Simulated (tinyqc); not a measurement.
Schottky barrier with interface states (Cowley-Sze model), image lowering and contact resistance: one step, computed by the program tinyqc.

An n-type semiconductor under a metal. The barrier lies between the Schottky-Mott limit phi_M - chi and the Bardeen limit E_g - E_n, E_n being the neutrality level of the interface states; the space-charge term of the full Cowley-Sze expression is left out.

Problem. Thermionic current. A* = 4 pi e m_e M_c k_B^2/h^3 (a simple valley count); J_s = A* T^2 exp(-phi/k_B T). J_0 uses phi_B; the reverse current uses phi_B less the image lowering, times 1 - exp(-V_r/k_B T).

Inputs (values chosen for the exercise, for a model semiconductor):
```
quantity           value  unit
electron mass m_e   0.19   m_0
valleys M_c            1     -
temperature T        200     K
reverse bias V_r       2     V
```

Pinning factor from: interface states.

barrier phi_B = 1.633198 eV

image lowering = 0.08252111 eV

Constants: e = 1.602176634e-19 C; m_0 = 9.1093837015e-31 kg; k_B = 1.380649e-23 J/K; h = 6.62607015e-34 J s; k_B = 8.617333262e-05 eV/K.

Give: Richardson constant A*; J_0; thermionic reverse current.

Solution.

Richardson constant A* = 22.83 A cm^-2 K^-2

J_0 = 6.395e-36 A/cm^2

thermionic reverse current = 7.679e-34 A/cm^2

Image lowering raises the reverse current by a factor 120. Caution: so small an emission current is nominal: generation, tunnelling and edge leakage set the real one.
